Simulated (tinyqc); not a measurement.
Core-level spacing from the offsets.

Problem. For an overlayer B on a substrate A, dEv = (iB - iA) - (cB - vB) + (cA - vA) in binding energies, and dEc + dEv = EgB - EgA. Find dEv and the spacing iB - iA that a thin film must show.

Parameters, values chosen for the exercise:
- EgA = 1.45 eV (gap of the substrate A)
- EgB = 9.06 eV (gap of the overlayer B)

dEc = 3.7805032 eV
cA - vA = 75.099497 eV
cB - vB = 49.3 eV

Solution. The gaps give dEv, and the Kraut relation is solved for the spacing.

dEv = 3.8295 eV
iB - iA = -21.970 eV

tinyqc, about 0.01 s, one thread, Intel Xeon 2.30GHz (shared host): `OMP_NUM_THREADS=1 python tinyqc.py 2410119 2410120 out.jsonl`
